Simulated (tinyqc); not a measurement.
One-diode model of a solar cell: two steps of the calculation.

J is the current delivered and Vj = V + J Rs the junction voltage. J = X JL - J01 (exp(Vj/(n1 Vt)) - 1) - Vj/Rp. The photocurrent does not depend on voltage.

Values chosen for this exercise; values of the order met in cells of silicon:
```
symbol   value      unit                          meaning
T          348         K                      temperature
JL        32.6   mA/cm^2          photocurrent at one sun
X           10      suns                    concentration
J01     7.8e-7    A/cm^2  saturation current of the diode
n1        1.53               ideality factor of the diode
Rs           0  ohm cm^2                series resistance
Rp         200  ohm cm^2                 shunt resistance
Pin        100   mW/cm^2        incident power at one sun
```

Constants: q = 1.602176634e-19 C, kB = 1.380649e-23 J/K, Vt = kB T/q. Results are converted to the units shown.

Problem 1. New Vj. Maximum power: dP/dVj = f = J (1 + 2 Rs G) - G Vj = 0. G = -dJ/dVj = J01 exp(Vj/(n1 Vt))/(n1 Vt) + 1/Rp. H = dG/dVj; f' = -2 G - 2 Rs G^2 + (2 Rs J - Vj) H; Vj(new) = Vj - f/f'.

Vj at the start = 0.59385763 V

Wanted: J; G; H; f; f'; Vj after iteration 1.

Solution 1.

J = -2.969 mA/cm^2
G = 7.110 S/cm^2
H = 154.9 S/(cm^2 V)
f = -4225 mA/cm^2
f' = -106.2 S/cm^2
Vj after iteration 1 = 0.5541 V

Problem 2. Figures of merit. Jsc at V = 0, Voc at J = 0, the maximum power point where J (1 + 2 Rs G) = G Vj with G = -dJ/dVj; FF = Vmp Jmp/(Voc Jsc); efficiency Vmp Jmp/(X Pin). Empirical fill factor without parasitics FF0 = (v - ln(v + 0.72))/(v + 1), v = Voc/(n1 Vt).

Give: Jsc; Voc; Vmp; Jmp; FF; efficiency; FF0.

Solution 2.

Jsc = 326.00 mA/cm^2
Voc = 0.59344 V
Vmp = 0.48117 V
Jmp = 295.63 mA/cm^2
FF = 0.73529
efficiency = 14.225 %
FF0 = 0.74063

FF is 0.72 % below FF0. Removing one loss at a time changes the efficiency by: shunt +0.12 points.

Numbers from tinyqc (`OMP_NUM_THREADS=1 python tinyqc.py 2280036 2280037 out.jsonl`; about 0.01 s on one thread of a shared Intel Xeon 2.30GHz).
